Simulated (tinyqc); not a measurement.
Two regimes over temperature: microkinetic model of low-temperature epitaxy from hydride gases: adsorption, hydrogen desorption and rate control. Computed by tinyqc, a small Python program. Command: `OMP_NUM_THREADS=1 python tinyqc.py 3026183 3026184 out.jsonl hepi walk`. One thread of a shared host (Intel(R) Xeon(R) Processor @ 2.30GHz), about 0.01 s of CPU time with the checks.

Each hydride molecule needs two free sites and leaves four hydrogen atoms, of which two leave at once as H2; theta is the hydrogen coverage, the site density is 6.78 per nm^2 and one layer is 1.358 angstrom thick.

Inputs (values chosen for the exercise, close to those used for silane and germane on Si(001)):
```
quantity                                           value  unit
silane pressure p_S                                  1.9    Pa
sticking prefactor of silane s0                    0.037     -
adsorption barrier E_s                              0.13    eV
desorption prefactor nu_d                        1.3e+12   1/s
desorption energy on silicon E_d                    2.16    eV
hydrogen carrier pressure p_H                          0    Pa
sticking of hydrogen s_H                         1.3e-07     -
germane pressure p_G                               0.078    Pa
sticking ratio of germane to silane r_G              2.5     -
lowering of E_d per unit germanium fraction, dE     0.34    eV
```

Film: silicon-germanium. Order of hydrogen desorption: first.

Constants: k_B = 8.617333262e-05 eV/K; u = 1.6605390666e-27 kg; k_B = 1.380649e-23 J/K.

Method:
- Flux per site F = p/(sqrt(2 pi M k_B T) x 6.78e18 per m^2), M = 32.12 u (silane), 76.63 u (germane), 2.016 u (hydrogen); s = s0 exp(-E_s/(k_B T)); k_S = s F_S, k_G = r_G s F_G; germanium fraction x = k_G/(k_S + k_G); k = k_S + k_G; k_H = s_H F_H; k_d = nu_d exp(-(E_d - dE x)/(k_B T)).
- With k the hydride and k_H the hydrogen adsorption rate on free pairs and k_d the desorption rate, steady state: 2 (k + k_H)(1 - theta)^2 = k_d theta; growth rate R = k (1 - theta)^2 layers/s; 1 layer/s = 8.148 nm/min.
- Temperatures in kelvin are T(C) + 273.15.
- Limits: desorption-limited R = k_d k/(2 (k + k_H)), adsorption-limited R = k.

Growth:
```
T (C)    theta  G (nm/min)  desorption limit (nm/min)  adsorption limit (nm/min)
400    0.99827  5.1310e-04                 5.1399e-04                     171.68
450    0.99418  6.5402e-03                 6.5785e-03                     193.40
500    0.98332  5.9537e-02                 6.0547e-02                     214.06
550    0.95822  4.0777e-01                 4.2555e-01                     233.56
600    0.90717  2.1703e+00                 2.3924e+00                     251.87
650    0.81604  9.1029e+00                 1.1155e+01                     268.98
700    0.67554  2.9995e+01                 4.4402e+01                     284.93
750    0.49501  7.6439e+01                 1.5442e+02                     299.75
800    0.31113  1.4876e+02                 4.7814e+02                     313.49
850    0.16848  2.2556e+02                 1.3388e+03                     326.23
```

What does the comparison show, and why?

The apparent activation energy of G is 2.14 eV between the first rows and 0.86 eV between the last; full hydrogen cover gives a value near the desorption energy (plus E_s where k_H far exceeds k), a bare surface one near E_s less k_B T/2 from the flux. The coverage passes one half between 700 and 750 C, the knee of the Arrhenius plot.

Extremes, crossings and ranges named in words are read from the listed rows.
